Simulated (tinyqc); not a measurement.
# Hopping conduction between localised states, step by step

A worked calculation. Computed by tinyqc, a small Python program that keeps every step. Command: `OMP_NUM_THREADS=1 python tinyqc.py 3006730 3006731 out.jsonl hop walk`. One thread of a shared host (Intel(R) Xeon(R) Processor @ 2.30GHz), about 0.01 s of CPU time with the checks. Intermediate numbers are printed to about 6 digits and carried at full precision; extremes and crossings named in words are read from the listed rows.

Energies are counted from the Fermi level. A small network shows the mechanism; the laws of an infinite system follow.

Inputs (values chosen for the exercise, for a model impurity band):
```
quantity                                    value          unit
localisation length xi                        2.8            nm
density of states g_0                     1.7e+19   1/(eV cm^3)
permittivity eps                               14             -
activation energy E_a to extended states     0.45            eV
prefactor of activated conduction              41          S/cm
prefactor of hopping                         0.14          S/cm
conductance scale G_0                           1  microsiemens
temperature T                                 570             K
```

Dimension: 3D.

sites of the small network (nm, nm, meV):
```
       x     y  energy
1      0  4.26    4.58
2   3.14  2.17    89.8
3   7.13  1.17  -86.72
4  10.13  3.69    91.7
5  13.26  1.48    4.77
6  15.91  1.89  -24.22
7  19.59  1.25   84.98
8     22  2.27   -0.28
```

Constants: k_B = 8.617333262e-05 eV/K; e^2/(4 pi eps_0) = 14.39964548 eV angstrom.

## Pair exponents

Miller-Abrahams exponent s_ij = 2 r_ij/xi + (|E_i| + |E_j| + |E_i - E_j|)/(2 k_B T); G_ij = G_0 exp(-s_ij). The diagonal is set to 0 and not used.

s_ij:
```
         1        2        3        4       5        6        7        8
1   0.0000   4.5225   7.4093   9.1141  9.7745  12.0760  15.8872  15.8774
2   4.5225   0.0000   6.5319   6.9764  9.0736  11.4449  13.5966  15.3055
3   7.4093   6.5319   0.0000   6.4310  6.2468   8.0580  12.3958  12.4160
4   9.1141   6.9764   6.4310   0.0000  4.6037   6.6841   8.8452  10.4116
5   9.7745   9.0736   6.2468   4.6037  0.0000   2.5056   6.2545   6.3711
6  12.0760  11.4449   8.0580   6.6841  2.5056   0.0000   4.8912   4.8516
7  15.8872  13.5966  12.3958   8.8452  6.2545   4.8912   0.0000   3.6051
8  15.8774  15.3055  12.4160  10.4116  6.3711   4.8516   3.6051   0.0000
```

## Kirchhoff solution

Site 1 is held at potential 1 and site 8 at 0; Kirchhoff's law sum_j G_ij (u_i - u_j) = 0 fixes the others; G = sum_j G_1j (1 - u_j). G_ij = G_0 exp(-s_ij).

potentials: 1.00000  0.87344  0.41968  0.21105  0.12312  0.10842  0.02949  0.00000

conductance G = 0.00186820 microsiemens

-ln(G/G_0) = 6.28278

## Critical path

Critical exponent s_c: the smallest value such that bonds with s_ij <= s_c connect site 1 with site 8.

critical exponent s_c = 6.53188

One such path is 1-2-3-5-6-8. -ln(G/G_0) = 6.28 against s_c = 6.53: the hardest unavoidable hop sets the conductance.

## The network against temperature

Miller-Abrahams exponent s_ij = 2 r_ij/xi + (|E_i| + |E_j| + |E_i - E_j|)/(2 k_B T); G_ij = G_0 exp(-s_ij). Site 1 is held at potential 1 and site 8 at 0; Kirchhoff's law sum_j G_ij (u_i - u_j) = 0 fixes the others; G = sum_j G_1j (1 - u_j). The last column is the length of the critical bond.

Network:
```
T (K)  -ln(G/G_0)      s_c  critical hop (nm)
170       9.65179  10.0030            13.5483
260       8.43915   9.2024             7.1534
400       7.12728   7.7699             7.1534
570       6.28278   6.5319             4.1134
860       5.56937   5.3200             4.1134
```

-ln(G/G_0) follows s_c within 0.8. The critical hop is 13.5 nm long at the lowest T and 4.11 nm at the highest: on cooling the carrier goes farther to find a site of nearer energy, which is variable-range hopping.

## Variable-range laws

Mott: T_M = 21.2/(k_B g_0 xi^3), exponent (T_M/T)^(1/4), mean hop r = (3/8) xi times the exponent. Efros-Shklovskii: T_ES = 2.8 e^2/(4 pi eps eps_0 k_B xi), exponent (T_ES/T)^(1/2). Coulomb gap width g_0^(1/2) (e^2/(4 pi eps eps_0))^(3/2). The numerical coefficients come from percolation theory and are given.

T_M = 659235 K

T_ES = 1193.58 K

Mott exponent = 5.83165

Efros-Shklovskii exponent = 1.44706

mean hop by the Mott formula = 6.12323 nm

Coulomb gap = 4.30091 meV

The larger exponent, here Mott, is the one that limits; the two are equal at T = 2.16 K, below which the Coulomb gap rules.

## Total conductivity

sigma = s_1 exp(-E_a/k_B T) + s_2 exp(-larger of the two exponents); reduced activation energy w = d ln(sigma)/d ln(T) by a central difference of +/- 1 %.

activated part = 0.00430538 S/cm

hopping part = 4.10654e-04 S/cm

conductivity = 0.00471603 S/cm

reduced activation energy w = 8.49022

Activation to extended states carries 91 %. For sigma = s exp(-(T_0/T)^p), w = p (T_0/T)^p, so the slope of ln w against ln T gives -p.

Checks made by the program: current leaving the first site against current entering the last (relative difference below 1e-10).
